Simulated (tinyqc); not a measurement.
Worked calculation: plane-wave Kohn-Sham cycle with exchange-only LDA in a layered model solid. One step of it, computed by the program tinyqc.

Task: Iteration 2: levels at that k. Diagonalise the Hermitian matrix.

H (hartree), order -3, -2, -1, +0, +1, +2, +3:
```
[[0.999110, -0.217945, -0.118734, -0.001432, -0.000451, 0.000110, 0.000131],
 [-0.217945, 0.357226, -0.217945, -0.118734, -0.001432, -0.000451, 0.000110],
 [-0.118734, -0.217945, -0.027904, -0.217945, -0.118734, -0.001432, -0.000451],
 [-0.001432, -0.118734, -0.217945, -0.156281, -0.217945, -0.118734, -0.001432],
 [-0.000451, -0.001432, -0.118734, -0.217945, -0.027904, -0.217945, -0.118734],
 [0.000110, -0.000451, -0.001432, -0.118734, -0.217945, 0.357226, -0.217945],
 [0.000131, 0.000110, -0.000451, -0.001432, -0.118734, -0.217945, 0.999110]]
```

Give: eigenvalues.

Result:

eigenvalues (hartree): [-0.5572, -0.0723, 0.1387, 0.4003, 0.4510, 1.0688, 1.0713]
